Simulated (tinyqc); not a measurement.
# Surface potential of a MOS transistor: implicit equation and explicit approximations: accuracy of the approximations against gate voltage

p-type body, charge-sheet picture, depletion and inversion only, full ionisation (an idealisation for deep acceptors), Boltzmann statistics (rough once Na exp(x - xn) passes about Nc/7). In units of Vt: xg = (Vg - Vfb)/Vt, x = psi/Vt, G = gamma/sqrt(Vt), xn = (2 phiF + Vc)/Vt. The implicit equation is (xg - x)^2 = G^2 [x - 1 + exp(x - xn)] for x above about 3. Cox = eps0 eox/tox.

ni = sqrt(Nc Nv) exp(-Eg/(2 Vt)), Eg in volts; phiF = Vt ln(Na/ni); gamma = sqrt(2 q eps0 eps_r Na)/Cox; VT = Vfb + Vt (xn + G sqrt(xn - 1)). Depletion value a = 1 + [sqrt(G^2/4 + xg - 1) - G/2]^2; inversion value b = xn + ln[(xg - xn)^2/G^2 - xn + 1] and first guess y = min(a, b) - ln(1 + exp(-|a - b|)) if a > xn + 1, else b = y = a; one second-order correction with D = exp(y - xn), p = 2 (xg - y) + G^2 (1 + D), w = (xg - y)^2 - G^2 (y - 1 + D): z = y + 2 w/(p + sqrt(p^2 - 2 (2 - G^2 D) w)), or the Newton step z = y + w/p where the root is not real. N_inv = (Cox Vt G/q) [sqrt(x - 1 + exp(x - xn)) - sqrt(x - 1)] at the root. Lambert form (Cox m Vt/q) W0[(G/(2 m sqrt(xn - 1))) exp((Vg - VT)/(m Vt))], m = 1 + G/(2 sqrt(xn - 1)). Errors under 1e-4 mV, and the linear form below VT, are printed as 0.

Inputs (values chosen for the exercise); band and dielectric values close to those of silicon: temperature T = 300 K; band gap Eg = 1.14 eV; relative permittivity eps_r = 11.9; conduction-band density of states at T Nc = 2.8e19 cm^-3; valence-band density of states at T Nv = 2.61e19 cm^-3; relative permittivity of the gate insulator (close to silicon dioxide) eox = 3.9; insulator thickness tox = 13 nm; acceptor density Na = 3.9e17 cm^-3; flat-band voltage Vfb = -0.34 V; channel-body voltage Vc = 0 V.

Constants: q = 1.602176634e-19 C, kB = 1.380649e-23 J/K, Vt = kB T/q, eps0 = 8.8541878128e-14 F/cm where lengths are in cm. Results are converted to the units shown.

Accuracy of the approximations against gate voltage:
```
Vg (V),psi (V),x - xn,error of y (mV),error of z (mV),N_inv (cm^-2),Cox (Vg - VT)/q (cm^-2),Lambert form (cm^-2)
1.47,0.6936,-8.788,1.79e-3,0,5.463e6,0,3.605e6
1.67,0.8044,-4.504,0.125,0,3.670e8,0,3.207e8
1.87,0.9114,-0.3635,7.53,-0.0302,2.152e10,0,2.151e10
2.07,0.9693,1.876,11.2,-0.384,1.886e11,3.262e11,1.917e11
2.27,0.9937,2.816,9.84,-0.298,4.517e11,6.578e11,4.588e11
2.47,1.008,3.377,7.63,-0.133,7.426e11,9.894e11,7.538e11
2.67,1.019,3.780,6.28,-0.0717,1.045e12,1.321e12,1.060e12
2.87,1.027,4.096,5.38,-0.0442,1.354e12,1.653e12,1.373e12
3.07,1.034,4.358,4.74,-0.0298,1.667e12,1.984e12,1.689e12
```

What does the comparison show?

psi rises from 0.694 to 1.03 V and ends 4.4 Vt above 2 phiF + Vc. Among the rows the first guess is off by at most 11 mV (at Vg = 2.07 V) and the corrected value by at most 0.38 mV. In the last row the linear form is 19 % above N_inv and the Lambert form 1.3 % above it; in the first row the Lambert form is 34 % below it. For Vg = 2.27, 2.47, 2.67, 2.87, 3.07 the electron quasi-Fermi level lies less than 2 Vt below the band edge at the surface, or above it, where degeneracy and confinement, left out, matter.

tinyqc, about 0.01 s, one thread, Intel Xeon 2.30GHz (shared host): `OMP_NUM_THREADS=1 python tinyqc.py 2122096 2122097 out.jsonl`
